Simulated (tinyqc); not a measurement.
Adding atomic layers: valley splitting of a silicon quantum well in envelope theory.

The well lies at 0 < z < L; U(z) = V0 [1/(1 + exp(z/w)) + 1/(1 + exp((L - z)/w))] - e F z, 1 mV/nm = 1e-4 eV/angstrom. The envelope psi solves -(c/ml) psi'' + U psi = E psi, c = hbar^2/2m0, by three-point differences on a grid of 0.1 angstrom from -40 to L + 40 angstrom. The two valleys at +/- k0 couple through D = C0 times the integral of exp(-i q z) U(z) psi^2, q = 2 k0 (2 pi/a), and split by Ev = 2|D|.

Constants: hbar^2/2m0 = 3.80998211 eV angstrom^2.

Values chosen for the exercise (near those of a strained Si well in SiGe; the results hold for these values, not for the real material): V0 = 0.14 eV (conduction offset); ml = 0.9 m0 (mass along z); F = 11.6 mV/nm (field pressing towards the upper interface); k0 = 0.839 2 pi/a (valley position); a = 5.431 angstrom (lattice constant); C0 = 0.247 (Bloch overlap factor); Ls = (108, 109.4, 110.7, 112.1, 113.4, 114.8, 116.1, 117.5) angstrom (widths in steps of one atomic layer, a/4, rounded to the grid); F2 = 1 mV/nm (second field, zero or weak); w1 = 0.5 angstrom (interface width for this table).

The smooth splitting Ev = 2|D| with w = w1, at the field F2 and at F.

Results:
```
L (angstrom)  q L mod 2 pi  Ev at F2 (micro-eV)  Ev at F (micro-eV)
108.0                 2.31                 8.17                87.2
109.4                 5.03                 9.22                87.2
110.7                 1.27                 7.36                87.2
112.1                 3.99                 9.16                87.2
113.4                 0.23                 7.68                87.3
114.8                 2.95                 8.37                87.3
116.1                 5.47                 8.35                87.3
117.5                 1.91                 7.56                87.3
```

What does the comparison show, and why?

At F2 the splitting swings between 7.36 and 9.22 micro-eV, a ratio of 1.25, as the two interfaces add with the phase q L, which advances on average by 2.64 rad a layer. At F the ratio is 1.00, where in the first row psi^2 at the upper interface is 1.12e+07 times that at the lower one: one interface dominates and the interference fades.

Run: tinyqc, `OMP_NUM_THREADS=1 python tinyqc.py 1250592 1250593 out.jsonl`; Intel(R) Xeon(R) Processor @ 2.30GHz, one thread, shared host; about 0.2 s of CPU time with all checks.
